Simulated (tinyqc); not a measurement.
Bond-orbital model of a tetrahedral semiconductor (Harrison's universal couplings), step by step. Values are carried at full precision from step to step, so a last printed digit may differ when a step is redone from the rounded ones.

Hybrid level eh = (es + 3 ep)/4; metallic energy V1 = (ep - es)/4 for each atom; covalent energy V2 = 3.22 hbar^2/(m d^2); polar energy V3 = (ehc - eha)/2; hbar^2/m = 2c, c = hbar^2/2m0. Polarity ap = V3/sqrt(V2^2 + V3^2), covalency ac = V2/sqrt(V2^2 + V3^2). p-p coupling at Gamma Exx = (4/3)(2.22 - 2 x 0.63) hbar^2/(m d^2) = 1.28 hbar^2/(m d^2), s-s coupling Ess = 4 x 1.32 hbar^2/(m d^2).

Constants: hbar^2/2m0 = 3.80998211 eV angstrom^2.

Inputs chosen for the exercise (near tabulated values for AlAs; the model gives trends, and its gaps can be far from the real ones; not measured data):

| symbol | value | unit | meaning |
|---|---|---|---|
| esc | -10.71 | eV | s level, cation |
| epc | -5.79 | eV | p level, cation |
| esa | -19.15 | eV | s level, anion |
| epa | -9.01 | eV | p level, anion |
| d | 2.45 | angstrom | bond length |
| Z | 5 |  | valence electrons of the anion |

## The three energies

Form the hybrid levels, V1, V2 and V3.

hbar^2/(m d^2) = 1.2695 eV

hybrid levels (eV): cation -7.0200, anion -11.5450

V1 (eV): cation 1.2300, anion 2.5350

V2, V3 (eV): 4.0877  2.2625

## Bond and antibond

The 2 x 2 problem [[ehc, -V2], [-V2, eha]] gives (ehc + eha)/2 -/+ sqrt(V2^2 + V3^2); ap = V3/sqrt(V2^2 + V3^2), ac = V2/sqrt(V2^2 + V3^2); the bond has weight (1 + ap)/2 on the anion.

levels (eV): bond -13.9545, antibond -4.6105

ap = 0.4843
ac = 0.8749
weight on the anion = 0.7421

## Charges

With dZ = Z - 4: effective charge Z* = 4 ap - dZ (positive on the cation); transverse charge eT* = Z* + (8/3) ap ac^2.

Z* = 0.937 e
eT* = 1.926 e

Charge that flows along the bonds as they stretch adds 0.99 e to the static value.

## Metallicity and a gap from the bond picture

Neighbouring bonds couple through V1: averaged V1b = V1c (1 - ap)/2 + V1a (1 + ap)/2 for the bond band and V1x = V1c (1 + ap)/2 + V1a (1 - ap)/2 for the antibond band. The top of the bond band lies V1b above the bond level and the bottom of the antibond band 3 V1x below the antibond level, so the gap is 2 sqrt(V2^2 + V3^2) - V1b - 3 V1x; metallicity am = (V1b + 3 V1x)/(2 sqrt(V2^2 + V3^2)).

V1b, V1x (eV): 2.1985  1.5665

gap = 2.446 eV
am = 0.738

The gap closes where am reaches one. The model gives trends; its gap can miss the real one by a factor of two to five, most in ratio for narrow gaps and most in eV for first-row compounds.

## Band edges at Gamma

Ev is the lower root of [[epa, Exx], [Exx, epc]] and the s-like conduction level the upper root of [[esa, Ess], [Ess, esc]], with Exx = 1.28 u and Ess = 5.28 u, u = hbar^2/(m d^2).

Exx, Ess (eV): 1.6249  6.7028

Ev = -9.687 eV
s-like conduction level = -7.009 eV
E0 gap = 2.678 eV

Universal couplings give the trend of E0 from compound to compound, not its value; it can miss by several eV and by a factor of two or more, and spin-orbit coupling is left out.

## Checks

- Bond level from the formula against the 2 x 2 matrix: both -13.9545.

tinyqc: `OMP_NUM_THREADS=1 python tinyqc.py 1450344 1450345 out.jsonl`; about 0.01 s, one thread, shared Intel(R) Xeon(R) Processor @ 2.30GHz.
